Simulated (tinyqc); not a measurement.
Position of the spike: inter-valley coupling by envelope functions against a chain of atomic planes.

Chain: E(phi) = e0 + 2 v cos(phi) + 2 u cos(2 phi), cos(phi0) = -v/(4u), e0 = 2u + v^2/(4u); plane j = 0, 1, ... has the potential V_j = dE x_j + F (j - 30) a/4 (1 MV/m = 1e-4 V/angstrom). There are 30 barrier planes a side; with y = j - 29.5, x_j = xb (f(y) + f(Nw - y)), f(y) = 1/(1 + exp(y/L)), plus any Ge added in the well. The valley splitting is the spacing of the two lowest levels. Envelope theory: F_j solves a one-valley chain with hopping -b and diagonal 2b + V_j, b = 4u sin^2(phi0), sum F_j^2 = 1; the valleys couple by Dv = sum_j F_j^2 V_j exp(-2 i phi0 j) and split by 2|Dv|.

Parameters, chosen for this exercise (near those of the Delta valleys of silicon in a SiGe well; the results hold for these values, not for the real material):
- a = 5.431 angstrom (lattice constant; planes lie a/4 apart)
- u = 0.625 eV (second-neighbour hopping)
- v = 0.57 eV (nearest hopping)
- Nw = 67 (planes in the well)
- L = 1 planes (interface width)
- xb = 0.29 (Ge fraction of the barriers)
- dE = 0.58 eV (offset per unit Ge fraction)
- F = 0 MV/m (field)
- xs = 0.07 (Ge fraction added on that plane)

The spike is moved through the well; position counted from the first well plane, j - 30.

Against position:
```
j - 30  F_j^2, smooth  mean of the doublet (meV)  splitting, chain (micro-eV)  envelope  first order
3             0.00212                       4.44                          146       144          172
8             0.00620                       4.57                          399       394          503
13            0.01164                       4.74                          738       728          945
20            0.01964                       5.01                         1292      1281         1595
27            0.02554                       5.26                         1786      1781         2074
34            0.02726                       5.35                         1954      1949         2214
44            0.02165                       5.09                         1449      1440         1758
54            0.01049                       4.70                          665       656          852
64            0.00155                       4.42                          108       107          126
```

What can be read from this table?

The splitting is largest at plane 34 among these rows (1954 micro-eV), and the smooth envelope peaks at plane 33, counting all planes; without a spike it is 0.090. Where the splitting exceeds 20 micro-eV the envelope theory lies within 1.4 % of the chain and first order within 28 %.

(tinyqc, `OMP_NUM_THREADS=1 python tinyqc.py 1481529 1481530 out.jsonl`, Intel(R) Xeon(R) Processor @ 2.30GHz, 1 thread, shared host, about 0.1 s.)
